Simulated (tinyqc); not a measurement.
Inside a calculation. Method: RKS/PBE in the 6-31g basis, for He, spin multiplicity 1. Computed by tinyqc, a small Python program that keeps every step (integrals from PySCF). Settings: charge = 0, multiplicity = 1, basis = 6-31g, energy threshold = 1e-10, iteration cap = 68, orthogonalisation = symmetric, start = core, DIIS depth = 8, damping = 0.7, method = RKS, functional = pbe,pbe, grid = [30, 50]. Command: `OMP_NUM_THREADS=1 python tinyqc.py 26385 26386 out.jsonl` (the two numbers bound the seeds that draw the settings). One thread of a shared host (Intel(R) Xeon(R) Processor @ 2.60GHz), about 0.2 s of CPU time with the checks.

Geometry (angstrom):
```
atom         x         y         z
He    0.000000  0.000000  0.000000
```

Stop when the energy changes by less than 1e-10 hartree and every element of the error matrix X^T (F D S - S D F) X is below 3e-06.

Course of the cycle:
```
iteration  E (hartree)     change  largest element of the error matrix
1          -2.76388741          -                             7.10e-01
2          -2.80758428  -4.37e-02                             4.19e-01
3          -2.83272586  -2.51e-02                             2.98e-01
4          -2.84926850  -1.65e-02                             2.12e-01
5          -2.86033063  -1.11e-02                             1.50e-01
6          -2.86781901  -7.49e-03                             1.07e-01
7          -2.87293469  -5.12e-03                             7.62e-02
8          -2.87645308  -3.52e-03                             5.44e-02
9          -2.87888484  -2.43e-03                             3.90e-02
10         -2.88057322  -1.69e-03                             2.77e-02
11         -2.88174681  -1.17e-03                             1.95e-02
12         -2.88256404  -8.17e-04                             1.38e-02
13         -2.88313390  -5.70e-04                             9.67e-03
14         -2.88353170  -3.98e-04                             6.79e-03
...                ...        ...                                  ...
44         -2.88445624  -8.91e-09                             1.54e-07
45         -2.88445625  -6.23e-09                             1.08e-07
46         -2.88445625  -4.36e-09                             7.54e-08
47         -2.88445625  -3.05e-09                             5.28e-08
48         -2.88445626  -2.14e-09                             3.70e-08
49         -2.88445626  -1.50e-09                             2.59e-08
50         -2.88445626  -1.05e-09                             1.81e-08
51         -2.88445626  -7.33e-10                             1.27e-08
52         -2.88445626  -5.13e-10                             8.87e-09
53         -2.88445626  -3.59e-10                             6.21e-09
54         -2.88445626  -2.52e-10                             4.35e-09
55         -2.88445626  -1.76e-10                             3.04e-09
56         -2.88445626  -1.23e-10                             2.13e-09
57         -2.88445626  -8.63e-11                             1.49e-09
```

Can the last value be used, and what does the course show?

Yes. Converged in 57 iterations. PySCF RKS in the same basis, fine grid = -2.88445626 hartree, which differs from a converged run on this coarse grid by the grid error.
